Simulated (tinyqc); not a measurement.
# Donor binding, ionisation and the Mott limit: ionisation against doping

Hydrogenic donor: Ry = (m0 q^3/(8 eps0^2 h^2)) me/eps_r^2 in eV, E0 = cc Ry, radius a = q/(8 pi eps0 eps_r E0), Mott density Nm = (0.26/a)^3. Below Nm the level sinks as Ed = E0 [1 - (N/Nm)^(1/3)]. Neutrality: Nc F12(eta) = N/(1 + 2 exp(eta + Ed/kB T)), F12(x) = (2/sqrt(pi)) int_0^infinity sqrt(u)/(1 + exp(u - x)) du.

The neutrality equation is solved with F12 in each row.

Values chosen for this exercise; band and dielectric values close to those of germanium: temperature T = 100 K; relative permittivity eps_r = 16; mass in the hydrogenic formula, set independently of Nc me = 0.12 m0; conduction-band density of states at 100 K Nc = 2.02e18 cm^-3; ratio of the true binding energy to the hydrogenic one cc = 1.

Constants: q = 1.602176634e-19 C, kB = 1.380649e-23 J/K, eps0 = 8.8541878128e-12 F/m, h = 6.62607015e-34 J s, m0 = 9.1093837015e-31 kg, Vt = kB T/q. Results are converted to the units shown.

Result of one run:

| N (cm^-3) | N/Nm | Ed (meV) | ionised (%) | ionised with Ed = E0 (%) |
|---|---|---|---|---|
| 4.2e16 | 0.83936 | 0.36162 | 95.977 | 92.492 |

What becomes of these results when the donor density N is changed from 4.2e16 to 7.2e15 cm^-3, all else the same?

Result of the changed run:

| N (cm^-3) | N/Nm | Ed (meV) | ionised (%) | ionised with Ed = E0 (%) |
|---|---|---|---|---|
| 7.2e15 | 0.14389 | 3.0357 | 99.005 | 98.547 |

The whole series:

| N (cm^-3) | N/Nm | Ed (meV) | ionised (%) | ionised with Ed = E0 (%) |
|---|---|---|---|---|
| 3.5e13 | 6.9947e-4 | 5.8115 | 99.993 | 99.993 |
| 8.5e13 | 0.0016987 | 5.6167 | 99.984 | 99.982 |
| 2.1e14 | 0.0041968 | 5.3489 | 99.961 | 99.956 |
| 5e14 | 0.0099924 | 5.0040 | 99.912 | 99.896 |
| 1.2e15 | 0.023982 | 4.5385 | 99.800 | 99.752 |
| 2.9e15 | 0.057956 | 3.9096 | 99.552 | 99.405 |
| 7.2e15 | 0.14389 | 3.0357 | 99.005 | 98.547 |
| 1.7e16 | 0.33974 | 1.9275 | 97.973 | 96.692 |
| 4.2e16 | 0.83936 | 0.36162 | 95.977 | 92.492 |

The ionised share falls from 100 to 96.0 %, against 100 to 92.5 % for a fixed level: a higher density raises EF against the level, which fills more donors, while the sinking Ed works the other way.

Range of the model: A sharp level with degeneracy 2 overstates freeze-out near Nm, where the impurity band broadens and merges with the conduction band.

tinyqc, about 0.01 s, one thread, Intel Xeon 2.30GHz (shared host): `OMP_NUM_THREADS=1 python tinyqc.py 2330097 2330098 out.jsonl`
